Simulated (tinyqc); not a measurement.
# Changing the process gas flow

Model: gas flow in a process chamber: flow regimes, conductance, effective pumping speed, pump-down, outgassing and purge. Computed by tinyqc, a small Python program. Command: `OMP_NUM_THREADS=1 python tinyqc.py 3120173 3120174 out.jsonl pump sweep`. One thread of a shared host (Intel(R) Xeon(R) Processor @ 2.30GHz), about 0.01 s of CPU time with the checks.

Ideal gas, isothermal flow, a pump of constant speed at the end of a round pipe; process gas, volume gas and outgassing are given the same properties. 1 sccm = 101325 Pa x 1e-6 m^3/60 s x T/273.15 K.

Inputs (values chosen for the exercise, modelled on nitrogen near room temperature): molar mass M = 28.01 g/mol; molecular diameter = 0.37 nm; viscosity eta = 17.8 micropascal s; temperature T = 293 K; chamber volume V = 25 L; pipe diameter d = 16 cm; pipe length l = 180 cm; pump speed S = 150 L/s.

Constants: k_B = 1.380649e-23 J/K; u = 1.6605390666e-27 kg.

Method:
- Mean speed c = sqrt(8 k_B T/(pi m)); aperture conductance C_a = c pi d^2/16; molecular pipe C_m = C_a/(1 + 3 l/(4 d)) (Dushman form); viscous pipe C_v = pi d^4 p_mean/(128 eta l); Knudsen interpolation C = C_v + C_m (1 + x)/(1 + 1.24 x), x = d p_mean sqrt(m/(k_B T))/eta.
- Effective speed 1/S_eff = 1/S + 1/C_m; time constant V/S_eff; pressure at which the free path k_B T/(sqrt2 pi d_m^2 p) equals d.
- Steady flow: the pump inlet is at p_2 = Q/S, and the chamber pressure p_1 solves Q = C((p_1 + p_2)/2) (p_1 - p_2). Residence time = p_1 V/Q.
- Knudsen number = free path at the mean pressure over d.

One run for each value:
```
process gas flow (sccm)  chamber pressure p_1 (Pa)  conductance C (L/s)  Knudsen number  residence time (s)
0.1                                     1.9360e-03                  249      2.6446e+01             0.26718
0.3                                     5.8350e-03                  246      8.7901e+00             0.26843
1                                       1.9610e-02                  240      2.6237e+00             0.27064
3                                       5.8564e-02                  243      8.7703e-01             0.26941
10                                      1.8414e-01                  286      2.7267e-01             0.25412
30                                      4.9188e-01                  419      9.7330e-02             0.22628
100                                     1.4178e+00                  862      3.1666e-02             0.19567
300                                     3.8834e+00                 2087      1.1076e-02             0.17865
1000                                    1.2362e+01                 6337      3.4018e-03             0.17061
10000                                   1.2106e+02                60904      3.4379e-04             0.16708
```

Give the missing row, process gas flow (sccm) = 3000.

Computed row:
```
process gas flow (sccm)  chamber pressure p_1 (Pa)  conductance C (L/s)  Knudsen number  residence time (s)
3000                                    3.6524e+01                18464      1.1427e-03             0.16802
```

Interpolating between the two neighbouring rows (the first column on a logarithmic scale, the others too where they are positive) misses most in conductance C (L/s), by 1.0 %. Over the rows, chamber pressure p_1 (Pa) rises from 0.00194 to 121 (exponent d ln y / d ln x between 0.88 and 1.0); conductance C (L/s) goes from 249 through a minimum among these rows, 240 at 1.00, to 60900; Knudsen number falls from 26.4 to 3.44e-4 (exponent d ln y / d ln x about -0.98 throughout). At the low end the exponent of chamber pressure p_1 is 1.00, close to 1: constant speed and conductance.

Extremes, crossings and ranges named in words are read from the listed rows.
